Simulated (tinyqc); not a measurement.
What moves the results: optical gain and spontaneous emission in a bulk direct-gap semiconductor. A value that a table varies takes the place of the one given here.

Parabolic bands, vertical transitions, no excitons. For each hole band j: mr = me mj/(me + mj); joint density of states J_j(E) = (mr/c)^(3/2) sqrt(E - Eg)/(2 pi^2), both spins, c = hbar^2/2m0; averaged matrix element |e.p|^2 = m0 Ep/6; alpha_j(E) = 4 pi^2 alpha_f c Ep J_j/(3 nr E) in 1/angstrom (alpha_f the fine-structure constant, listed as alpha among the constants), times 1e8 for 1/cm.

F_j(eta) = (1/Gamma(j + 1)) integral_0^infinity x^j dx/(1 + exp(x - eta)), which tends to exp(eta) for eta << 0.

Quasi-Fermi levels: n = Nc F_1/2(Fc/kT) and p = Nv F_1/2(Fv/kT), Fc counted up from the conduction edge and Fv down from the valence edge; Nc, Nv from N = 2 (m kB T/(4 pi c))^(3/2) with c = hbar^2/2m0, in 1/angstrom^3; times 1e24 for 1/cm^3, with me and (mhh^(3/2) + mlh^(3/2))^(2/3).

For band j the electron sits at Ee = (E - Eg) mr/me above its edge and the hole at Eh = (E - Eg) mr/mj; fe = 1/(1 + exp((Ee - Fc)/kT)), fh = 1/(1 + exp((Eh - Fv)/kT)); gain g = sum_j alpha_j (fe + fh - 1).

Spontaneous rate: R = integral of (nr E/(hbar c))^2/(pi^2 hbar) sum_j alpha_j fe fh dE, with alpha in 1/cm and (nr E/(hbar c))^2 in 1/cm^2 (1e16 per 1/angstrom^2); B = R/(n p); lifetime n/R.

Constants: hbar^2/2m0 = 3.80998211 eV angstrom^2; fine-structure constant alpha = 0.007297352564; kB = 8.617333262e-05 eV/K; hbar = 6.58211957e-16 eV s; hbar c = 1973.269805 eV angstrom.

Inputs chosen for the exercise (near those of InP; the results hold for these values, not for the real material): Eg = 1.351 eV (direct gap); me = 0.0791 m0 (electron mass); mhh = 0.592 m0 (heavy-hole mass); mlh = 0.0918 m0 (light-hole mass); Ep = 20.6 eV (Kane energy); nr = 3.41 (refractive index); T = 300 K; n = 2.6e+18 1/cm^3 (injected density, n = p).

## Peak gain against injection

The peak is the largest g over E; a dash marks no gain.

Gain:

| n (1/cm^3) | Fc (eV) | Fv (eV) | peak gain (1/cm) | peak E - Eg (eV) | B (cm^3/s) |
|---|---|---|---|---|---|
| 7.9e+17 | 0.0217 | -0.0700 | - | - | 1.26e-10 |
| 1.3e+18 | 0.0425 | -0.0568 | - | - | 1.18e-10 |
| 1.8e+18 | 0.0585 | -0.0480 | 50 | 0.0036 | 1.11e-10 |
| 2.2e+18 | 0.0697 | -0.0425 | 202 | 0.0098 | 1.07e-10 |
| 2.8e+18 | 0.0847 | -0.0358 | 464 | 0.0186 | 1.00e-10 |
| 3.6e+18 | 0.1027 | -0.0287 | 815 | 0.0294 | 9.30e-11 |
| 4.7e+18 | 0.1248 | -0.0210 | 1262 | 0.0426 | 8.51e-11 |
| 6.3e+18 | 0.1536 | -0.0122 | 1835 | 0.0591 | 7.61e-11 |

transparency density (Fc + Fv = 0) = 1.57e+18 1/cm^3

Gain starts at 1.57e+18 1/cm^3, where Fc = -Fv = 0.0516 eV: with Nv/Nc = 22 the electrons must be degenerate before the holes are. The slope of peak gain against n is 3.78e-16 cm^2 between the first two rows with gain and 3.58e-16 between the last two; the peak moves from 0.0036 to 0.0591 eV above the gap as the bands fill, and B falls by a factor 1.66. Line broadening and gap shrinkage are left out.

## Gain spectrum

At the density n.

Spectrum:

| E - Eg (eV) | alpha, empty (1/cm) | fe, heavy | fh, heavy | g (1/cm) |
|---|---|---|---|---|
| 0.005 | 2135 | 0.949 | 0.184 | 280 |
| 0.010 | 3008 | 0.940 | 0.181 | 352 |
| 0.020 | 4223 | 0.917 | 0.174 | 364 |
| 0.030 | 5135 | 0.888 | 0.168 | 261 |
| 0.045 | 6221 | 0.826 | 0.158 | -87 |
| 0.060 | 7107 | 0.740 | 0.150 | -679 |
| 0.080 | 8092 | 0.589 | 0.138 | -1862 |
| 0.100 | 8922 | 0.420 | 0.128 | -3392 |
| 0.130 | 9967 | 0.207 | 0.113 | -5820 |
| 0.170 | 11098 | 0.062 | 0.096 | -8466 |
| 0.220 | 12223 | 0.012 | 0.078 | -10729 |

Fc + Fv = 0.0420 eV

g is positive below E - Eg = 0.0420 eV; the largest value listed is 364 1/cm at 0.020 eV. At 0.220 eV above the gap g is -0.88 times the absorption of the empty crystal, whose limit is -1.

## Transparency density and B against temperature

Eg is held fixed; B is taken at n = 1e15 1/cm^3.

Results:

| T (K) | transparency density (1/cm^3) | Fc/kT there | B (cm^3/s) |
|---|---|---|---|
| 100 | 3.03e+17 | 1.996 | 7.25e-10 |
| 150 | 5.56e+17 | 1.996 | 3.97e-10 |
| 200 | 8.56e+17 | 1.996 | 2.59e-10 |
| 250 | 1.20e+18 | 1.996 | 1.86e-10 |
| 300 | 1.57e+18 | 1.996 | 1.42e-10 |
| 350 | 1.98e+18 | 1.996 | 1.13e-10 |
| 400 | 2.42e+18 | 1.996 | 9.33e-11 |
| 500 | 3.39e+18 | 1.996 | 6.74e-11 |

Fc/kT at transparency stays at 1.996, since it depends on Nv/Nc alone, so the density goes as T^1.50. B goes as T^-1.48, against T^-1.5 for non-degenerate carriers: hot carriers spread over k and fewer pairs share a wave vector.

## What moves transparency and gain

Transparency is Fc + Fv = 0; the peak is the largest g over E at the density n (0 if none). Each row changes one parameter from the base and keeps the others.

Results:

| case | transparency density (1/cm^3) | Fc + Fv (eV) | peak gain (1/cm) |
|---|---|---|---|
| base | 1.57e+18 | 0.0420 | 375 |
| me = 0.091 m0 | 1.80e+18 | 0.0293 | 294 |
| mhh = 0.355 m0 | 1.22e+18 | 0.0622 | 850 |
| Ep = 22.7 eV | 1.57e+18 | 0.0420 | 413 |
| T = 340 K | 1.90e+18 | 0.0288 | 195 |
| n = 3.38e+18 1/cm^3 | 1.57e+18 | 0.0674 | 720 |
| nr = 3.58 | 1.57e+18 | 0.0420 | 357 |

The largest shifts from the base row, up to three for each result and ties (the steps differ in size, so this ranks the rows, not the parameters). transparency density (1/cm^3): mhh -3.58e+17, T +3.25e+17, me +2.28e+17; unchanged at the printed digits by Ep, n and nr. Fc + Fv (eV): n +0.0254, mhh +0.0201, T -0.0132; unchanged at the printed digits by Ep and nr. peak gain (1/cm): mhh +475, n +345, T -181.

Computed by tinyqc, a small Python program: `OMP_NUM_THREADS=1 python tinyqc.py 1650402 1650403 out.jsonl` (the numbers bound the seed that draws the inputs); one thread of a shared host (Intel(R) Xeon(R) Processor @ 2.30GHz), about 0.1 s for the whole set of steps.
